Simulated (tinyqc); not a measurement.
# Front-illuminated p-i-n photodiode, quantum efficiency and bandwidth: what changes with what

Light enters through a p layer (0 to xp), a depleted layer (xp to xp + wi) and a thick n substrate, decaying as exp(-al x); one pass, no back reflection. Carriers made in the depleted layer are all collected; those in the neutral layers diffuse.

Values chosen for this exercise; values close to those of In0.53Ga0.47As at this wavelength: wavelength lam = 1310 nm; absorption coefficient al = 12000 1/cm; reflectance of the front face Rf = 0.02; relative permittivity eps_r = 13.9; thickness of the front p layer xp = 0.084 um; thickness of the depleted layer wi = 2.4 um; electron diffusion coefficient in the p layer Dn = 110 cm^2/s; electron diffusion length in the p layer Ln = 6.8 um; recombination velocity of the front surface S = 1e6 cm/s; hole diffusion length in the thick n substrate Lp = 7.8 um; electron drift velocity ve = 7.06e6 cm/s; hole drift velocity vh = 4.86e6 cm/s; diameter dia = 45 um; load resistance RL = 50 ohm; parasitic capacitance Cp = 40 fF.

Constants: q = 1.602176634e-19 C, h = 6.62607015e-34 J s, c = 299792458 m/s, eps0 = 8.8541878128e-14 F/cm where lengths are in cm. Results are converted to the units shown.

Each table varies one quantity; the others keep the values above.

## Efficiency and bandwidth against the thickness of the depleted layer

k = al Ln, s = S Ln/Dn, e = exp(-al xp); front layer f1 = (k/(k^2 - 1)) {[s + k - e (s cosh(xp/Ln) + sinh(xp/Ln))]/[s sinh(xp/Ln) + cosh(xp/Ln)] - k e}; depleted layer f2 = e (1 - exp(-al wi)); substrate f3 = e exp(-al wi) al Lp/(1 + al Lp); external efficiency (1 - Rf)(f1 + f2 + f3); responsivity = efficiency q lam/(h c). Drift response for pairs made in the depleted layer, a = al wi, g = 1 - exp(-a), u = 2 pi i f, te = wi/ve, th = wi/vh: electrons He = [g - a (exp(-a) - exp(-u te))/(u te - a)]/(u te g), holes Hh = [g - a (1 - exp(-a - u th))/(a + u th)]/(u th g); C = eps0 eps_r pi (dia/2)^2/wi + Cp; total |He + Hh|/sqrt(1 + (2 pi f RL C)^2), for the current of the depleted layer alone. Limits are the frequencies at which each factor falls to 1/sqrt(2); inverse-square sum (f_transit^-2 + f_RC^-2)^(-1/2); the diffusion currents f1 and f3 are left out of the bandwidth.

Efficiency and bandwidth against the thickness of the depleted layer:

| wi (um) | f2 | f1 + f3 | responsivity (A/W) | transit limit (GHz) | RC limit (GHz) | 3 dB bandwidth (GHz) | inverse-square sum (GHz) | bandwidth x (1 - Rf) f2 (GHz) |
|---|---|---|---|---|---|---|---|---|
| 0.3 | 0.2733 | 0.6623 | 0.9688 | 105.7 | 4.597 | 4.591 | 4.592 | 1.230 |
| 0.5 | 0.4079 | 0.5407 | 0.9823 | 64.40 | 7.377 | 7.311 | 7.329 | 2.923 |
| 0.85 | 0.5781 | 0.3870 | 0.9993 | 38.79 | 11.78 | 11.10 | 11.27 | 6.291 |
| 1.4 | 0.7356 | 0.2447 | 1.015 | 24.24 | 17.70 | 13.73 | 14.30 | 9.898 |
| 2.4 | 0.8534 | 0.1383 | 1.027 | 14.52 | 26.19 | 12.30 | 12.70 | 10.29 |
| 4 | 0.8967 | 0.09915 | 1.031 | 8.685 | 35.79 | 8.362 | 8.440 | 7.348 |
| 6.8 | 0.9039 | 0.09266 | 1.032 | 4.923 | 46.28 | 4.886 | 4.895 | 4.328 |
| 11 | 0.9041 | 0.09242 | 1.032 | 2.942 | 55.08 | 2.936 | 2.937 | 2.601 |
| 19 | 0.9041 | 0.09242 | 1.032 | 1.668 | 63.28 | 1.667 | 1.667 | 1.477 |

As wi goes from 0.3 to 19, the responsivity rises from 0.969 to 1.03 A/W and the bandwidth goes from 4.59 through a maximum of 13.7 (at wi = 1.4 among the rows listed) to 1.67 GHz. The RC limit is the lower one for wi = 0.3, 0.5, 0.85, 1.4, the transit limit elsewhere. Adding inverse squares of the two limits is within 4.1 % of the full result. The product of bandwidth and fast efficiency goes from 1.23 through a maximum of 10.3 (at wi = 2.4 among the rows listed) to 1.48 GHz. For wi = 0.3, 0.5, 0.85, 1.4 the diffusion currents exceed 0.3 of the drift current; their own response times, left out, may then shape the whole response.

## Efficiency and bandwidth against the diameter

Same model as above.

The same in every row: f2 = 0.8534; f1 + f3 = 0.1383; responsivity (A/W) = 1.027; transit limit (GHz) = 14.52.

Efficiency and bandwidth against the diameter:

| dia (um) | RC limit (GHz) | 3 dB bandwidth (GHz) | inverse-square sum (GHz) | bandwidth x (1 - Rf) f2 (GHz) |
|---|---|---|---|---|
| 5 | 77.62 | 14.18 | 14.27 | 11.86 |
| 10 | 72.30 | 14.13 | 14.24 | 11.82 |
| 20 | 56.73 | 13.91 | 14.07 | 11.63 |
| 50 | 22.63 | 11.79 | 12.22 | 9.859 |
| 100 | 7.189 | 6.275 | 6.443 | 5.248 |
| 200 | 1.928 | 1.905 | 1.911 | 1.594 |
| 500 | 0.3149 | 0.3148 | 0.3148 | 0.2632 |
| 1000 | 0.07895 | 0.07895 | 0.07895 | 0.06603 |

As dia goes from 5 to 1000, the responsivity stays at 1.03 A/W and the bandwidth falls from 14.2 to 0.0790 GHz. The RC limit is the lower one for dia = 100, 200, 500, 1000, the transit limit elsewhere. Adding inverse squares of the two limits is within 3.7 % of the full result.

Computed by the program tinyqc: `OMP_NUM_THREADS=1 python tinyqc.py 2250024 2250025 out.jsonl`, one thread of a shared Intel Xeon 2.30GHz, about 0.01 s for the whole run.
